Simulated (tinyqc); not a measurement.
Delay unit and parasitic delay from two ring oscillators.

Inverse problem. A ring of 31 inverters oscillates at 1/(2 x 31 d), with stage delay d = tau (h + p) for fan-out h. Find tau, p and the delay at fan-out 4.

frequencies of 31-stage ring oscillators with fan-out 2 and 6 (GHz): [0.95712171, 0.41175322]

Solution. d is a straight line in h with slope tau and intercept tau p.

tau = 5.580 ps
p = 1.020
delay at fan-out 4 = 28.01 ps

Numbers from tinyqc (`OMP_NUM_THREADS=1 python tinyqc.py 2082059 2082060 out.jsonl`; about 0.01 s on one thread of a shared Intel Xeon 2.30GHz).
